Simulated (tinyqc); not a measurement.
# Trap density and scattering coefficient from 1/f noise

Problem. f S = K0 (1 + ac mu Cox I/gm)^2 with K0 = q^2 Vt lt Nt/(W L Cox^2), Vt in eV and Nt per eV. Find K0, Nt and ac.

Inputs (values chosen for the exercise):
- T = 300 K (temperature)
- L = 65 nm (gate length)
- W = 20 um (total gate width)
- Cox = 1.95 uF/cm^2 (gate capacitance)
- mu = 130 cm^2/(V s) (mobility)
- lt = 0.1 nm (tunnelling length into the oxide)

Constants: q = 1.602176634e-19 C, kB = 1.380649e-23 J/K, Vt = kB T/q. Results are converted to the units shown.

I/gm at two biases (V): 0.0394819393  0.213842248
f S at these biases (V^2): 1.42968009e-10  2.80934144e-10

Solution. sqrt(f S) is linear in I/gm: the intercept is sqrt(K0), and slope over intercept is ac mu Cox.

K0 = 1.181e-10 V^2
Nt = 8.800e17 cm^-3 eV^-1
ac = 1.000e4 V s/C

Program tinyqc, `OMP_NUM_THREADS=1 python tinyqc.py 2150120 2150121 out.jsonl`; Intel Xeon 2.30GHz, shared host, one thread, about 0.01 s.
